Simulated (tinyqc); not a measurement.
## Delay unit and parasitic delay from two ring oscillators

Problem. A ring of 11 inverters oscillates at 1/(2 x 11 d), with stage delay d = tau (h + p) for fan-out h. Find tau, p and the delay at fan-out 4.

frequencies of 11-stage ring oscillators with fan-out 1 and 5 (GHz): [10.469538, 3.0179095]

Solution. d is a straight line in h with slope tau and intercept tau p.

tau = 2.68 ps
p = 0.620
delay at fan-out 4 = 12.4 ps

tinyqc, about 0.01 s, one thread, Intel Xeon 2.30GHz (shared host): `OMP_NUM_THREADS=1 python tinyqc.py 2082165 2082166 out.jsonl`
